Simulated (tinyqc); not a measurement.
Vacuum evaporation: vapour pressure, source flux, thickness distribution, purity and step coverage: one step, computed by the program tinyqc.

Molecular flow, unit sticking of the metal, no re-evaporation. The background gas is taken as water vapour (18.015 g/mol, collision diameter 0.37 nm) at 300 K.

Task: Vapour pressure and flux. log10(p_v/Pa) = A - B/T; flux from the surface Phi = p_v/sqrt(2 pi m k_B T), m = M u. Mass loss = Phi x area x m; heat of evaporation = ln(10) R B; d ln Phi/dT = ln(10) B/T^2 - 1/(2 T).

Inputs (values chosen for the exercise, modelled on silver, with constants for the liquid):
```
quantity,value,unit
molar mass M,107.87,g/mol
vapour-pressure constant A,10.79,-
vapour-pressure constant B,13850,K
source temperature T,1240,K
source area,0.24,cm^2
```

Constants: u = 1.6605390666e-27 kg; k_B = 1.380649e-23 J/K; R = 8.314462618 J/(mol K).

Give: vapour pressure p_v; flux Phi; mass loss; heat of evaporation; change of flux per kelvin.

Result:

vapour pressure p_v = 0.4175 Pa

flux Phi = 3.008e+17 1/(cm^2 s)

mass loss = 0.04655 g/h

heat of evaporation = 265.2 kJ/mol

change of flux per kelvin = 2.034 %/K

Holding the rate to 1 % needs the temperature to about 0.49 K.
